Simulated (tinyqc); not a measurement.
# Resistance of a tapered via with liner, size effect and interface: two fill metals against the diameter

A round via whose diameter grows from db at the bottom as D(z) = db + 2 z/tan(ang). The fill, of diameter D - 2 tl, starts above the bottom liner (thickness fb tl) and has rho = rho0 (1 + ks lam/(D - 2 tl)); the sidewall liner conducts in parallel with it. The bottom liner and the interface are crossed over the full area pi db^2/4. Spreading in the lines above and below is left out.

Slices between z0 = fb tl and hv, evaluated at their midpoints: conductance per length pi/4 [(D - 2 tl)^2/rho + (D^2 - (D - 2 tl)^2)/rl], slice resistance = slice height over that. 2000 slices. R_fill = sum of the slices; R_bottom = rl fb tl/(pi db^2/4); R_interface = ri/(pi db^2/4). The second fill has rho2, lam2 and tl2 in place of rho0, lam and tl.

Parameters, values chosen for the exercise; fill metal close to tungsten: height hv = 120 nm; sidewall angle ang = 88 degrees; bulk resistivity of the fill rho0 = 5.44 uohm cm; mean free path of the fill lam = 15.3 nm; size-effect factor ks = 0.9; liner on the sidewall tl = 3.1 nm; liner at the bottom over that on the sidewall fb = 0.5; resistivity of the liner rl = 210 uohm cm; interface resistivity at the bottom ri = 5.5e-13 ohm cm^2; ballistic conductance per area, about 3/(4 rho0 lam) Sb = 9.1e14 S/m^2; bulk resistivity of the second fill (close to copper) rho2 = 1.71 uohm cm; its mean free path lam2 = 40.7 nm; its liner tl2 = 2.2 nm.

Two fill metals against the diameter:

| db (nm) | R, first fill (ohm) | R, second fill (ohm) | ratio second/first |
|---|---|---|---|
| 8.5 | 863.95 | 342.82 | 0.39680 |
| 12 | 254.14 | 112.70 | 0.44344 |
| 17 | 88.322 | 42.144 | 0.47716 |
| 24 | 35.336 | 17.276 | 0.48891 |
| 35 | 14.139 | 6.9120 | 0.48884 |
| 49 | 6.5476 | 3.1690 | 0.48400 |
| 70 | 2.9872 | 1.4265 | 0.47753 |
| 100 | 1.3930 | 0.65662 | 0.47137 |

The ratio goes from 0.397 to 0.471. The second fill gives the lower R in every row.

tinyqc, about 0.01 s, one thread, Intel Xeon 2.30GHz (shared host): `OMP_NUM_THREADS=1 python tinyqc.py 2750185 2750186 out.jsonl`
